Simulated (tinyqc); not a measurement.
## Charge centroid from charge and shift

Question. A sheet of N electrons in the storage layer of a charge-trap cell shifts the threshold by U = (q/eps0) N (tb/eb + xc tn/en). Find xc and the distance xc tn from the blocking layer.

Inputs (values chosen for the exercise): storage layer tn = 6.3 nm; its relative permittivity en = 7.2; blocking layer tb = 5.2 nm; its relative permittivity eb = 3.9.

Constants: q = 1.602176634e-19 C, eps0 = 8.8541878128e-14 F/cm where lengths are in cm. Results are converted to the units shown.

N = 9.2e12 cm^-2
U = 2.8023322 V

Answer. U eps0/(q N) is the electrical distance from the gate; subtract that of the blocking layer.

xc = 0.400
distance = 2.52 nm

Numbers from tinyqc (`OMP_NUM_THREADS=1 python tinyqc.py 2130065 2130066 out.jsonl`; about 0.06 s on one thread of a shared Intel Xeon 2.30GHz).
